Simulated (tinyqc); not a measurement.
n-type polysilicon, carrier trapping at grain boundaries: effect of the doping.

One-dimensional grains of size Lg, uniform ionised doping N, monovalent traps Qt at each boundary at a depth Et below (for electrons) or above (for holes) the band edge there, abrupt depletion of width W on each side of a boundary, Boltzmann statistics. xi is the distance from the band edge at the grain centre to the Fermi level. Trapped charge Qt/(1 + exp((xi + VB - Et)/Vt)) = 2 N W, barrier VB = q N W^2/(2 eps0 eps_r).

If the trap equation with xi = Vt ln(NB/N) has a root W < Lg/2, the grain is partly depleted; otherwise W = Lg/2 and the trap equation gives xi = Et - VB + Vt ln(Qt/(N Lg) - 1). N* = Qt/Lg. n0 = NB exp(-xi/Vt); mean density n0 (1 - 2 W/Lg) by charge balance in a partly depleted grain, and n0 (sqrt(pi)/2) erf(u)/u with u = sqrt(VB/Vt) in a fully depleted one; v = sqrt(kB T/(2 pi ms m0)); barrier resistivity Vt exp(VB/Vt)/(q fe n0 v Lg); grain resistivity (1 - 2 W/Lg)/(q n0 mug); effective mobility 1/(q mean density total resistivity). Rows with xi above 0.45 V, towards mid-gap, are left out, since the other carrier type is ignored.

Values chosen for this exercise; values of the order met in polycrystalline silicon: temperature T = 350 K; relative permittivity eps_r = 11.7; conduction-band density of states at T NB = 3.53e19 cm^-3; grain size Lg = 90 nm; trap density of a grain boundary Qt = 2.6e12 cm^-2; depth of the trap level from the majority band edge at the boundary Et = 0.31 eV; mass for thermionic emission ms = 0.51 m0; correction factor of the emission rate fe = 0.12; mobility inside the grains mug = 210 cm^2/(V s).

Constants: q = 1.602176634e-19 C, kB = 1.380649e-23 J/K, m0 = 9.1093837015e-31 kg, Vt = kB T/q, eps0 = 8.8541878128e-14 F/cm where lengths are in cm. Results are converted to the units shown.

Effect of the doping:
```
N (cm^-3)	N/N*	depleted share 2 W/Lg	VB (V)	xi (V)	mean density (cm^-3)	resistivity (ohm cm)	effective mobility (cm^2/(V s))
1.4e16	0.04846	1.000	0.02192	0.3779	1.026e14	693.3	87.76
3e16	0.1038	1.000	0.04698	0.3280	4.372e14	304.7	46.85
6.3e16	0.2181	1.000	0.09865	0.2499	4.321e15	126.6	11.41
1.3e17	0.4500	0.8705	0.1543	0.1690	1.684e16	54.86	6.757
2.7e17	0.9346	0.6055	0.1550	0.1470	1.065e17	27.13	2.160
5.6e17	1.938	0.4070	0.1453	0.1250	3.321e17	9.477	1.983
1.2e18	4.154	0.2337	0.1026	0.1020	9.196e17	1.090	6.226
2.4e18	8.308	0.1200	0.05412	0.08108	2.112e18	0.1183	24.98
5.1e18	17.65	0.05661	0.02560	0.05835	4.811e18	0.02512	51.63
1.1e19	38.08	0.02626	0.01188	0.03517	1.071e19	0.008405	69.33
```

What does the comparison show?

As N goes from 1.4e16 to 1.1e19, VB goes from 0.0219 through a maximum of 0.155 (at N = 2.7e17 among the rows listed) to 0.0119 V, the resistivity falls from 693 to 0.00840 ohm cm and the effective mobility goes from 87.8 through a minimum of 1.98 (at N = 5.6e17 among the rows listed) to 69.3 cm^2/(V s). The steepest fall of the resistivity among the rows, as N^(-3.2), lies between N = 1.2e18 and 2.4e18 cm^-3; N* = 2.89e17 cm^-3. While the grain is fully depleted VB grows as N; once the traps are full it falls as 1/N. For N = 5.1e18, 1.1e19 xi is under 2.5 Vt, where Boltzmann statistics begin to fail. For N = 1.4e16, 5.1e18, 1.1e19 VB is below Vt, where abrupt depletion and thermionic emission are rough. For N = 6.3e16, 1.3e17 the grain is near the changeover between partial and full depletion, within a few Debye lengths, where both limits are rough.

Program tinyqc, `OMP_NUM_THREADS=1 python tinyqc.py 2830208 2830209 out.jsonl`; Intel Xeon 2.30GHz, shared host, one thread, about 0.01 s.
